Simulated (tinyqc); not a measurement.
Kinetic Monte Carlo and master equation for a particle on a ring of sites with traps and bias: one step, computed by the program tinyqc. Command: `OMP_NUM_THREADS=1 python tinyqc.py 3003738 3003739 out.jsonl kmc walk`. One thread of a shared host (Intel(R) Xeon(R) Processor @ 2.30GHz), about 0.06 s of CPU time with the checks.

5 sites on a ring, numbered 1 to 5. The saddle between i and i+1 lies at E0 + s b_i and site i at s eps_i; a force F tilts the landscape, with the saddle half-way.

Problem. Steady state. Master equation dP/dt = W P, W_(i+1,i) = k right, W_(i-1,i) = k left, columns summing to zero. The steady state is its null vector; drift v = a sum P_i (k right - k left). D = a^2 lambda''(0)/2, where lambda(q) is the leading eigenvalue of W with right hops weighted by exp(q) and left hops by exp(-q). The slowest relaxation rate is minus the real part of the next eigenvalue of W. 1 angstrom = 1e-8 cm.

Inputs (values chosen for the exercise, for a model defect): temperature T = 600 K; site spacing a = 2.6 angstrom.

Disorder: site traps.

Rates, shares of right hops and mean stays:
```
site  k right (1/s)  k left (1/s)  share right  mean stay (s)
1           1358573        577856    0.7015869   5.164146e-07
2           2944884       1252577    0.7015869   2.382393e-07
3            887751        377596    0.7015869   7.902971e-07
4           2944884       1252577    0.7015869   2.382393e-07
5            558084        237376    0.7015869   1.257134e-06
```

Constants: k_B = 8.617333262e-05 eV/K.

Give: occupations P_i; drift velocity v; diffusivity D; slowest relaxation rate.

Solution.

occupations P_i: 0.1699  0.0784  0.2599  0.0784  0.4135

drift velocity v = 0.01724 cm/s

diffusivity D = 6.046e-10 cm^2/s

slowest relaxation rate = 1.297e+06 1/s
